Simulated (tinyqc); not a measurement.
Hydrogenic impurity: series, fields, screening, photoionisation and donor-acceptor pairs: one step, computed by the program tinyqc.

One isotropic, parabolic band. Effective units: Ry* and a*, in which H = -nabla^2 - 2/r.

Question. Effective units and the series. Ry* = Ry m/eps^2, a* = a_0 eps/m; level n is bound by Ry*/n^2; <r> = (3/2) a* in 1s; lines 1s -> np at Ry* (1 - 1/n^2); 1 THz = 4.135667696 meV.

Inputs (values chosen for the exercise, for a model semiconductor): electron mass m = 0.218 m_0; dielectric constant eps = 13.4.

Parts treated: electric field and pairs.

Constants: Ry = 13.605693123 eV; a_0 = 0.529177210903 angstrom; h x 1 THz = 4.135667696 meV.

Give: Ry*; a*; <r> of 1s; Series.

Answer.

Ry* = 16.518 meV

a* = 32.527 angstrom

<r> of 1s = 48.791 angstrom

Series:
```
n  binding (meV)  line from 1s (meV)  line (THz)
2         4.1296              12.389      2.9956
3         1.8354              14.683      3.5503
4         1.0324              15.486      3.7445
5         0.6607              15.858      3.8344
```
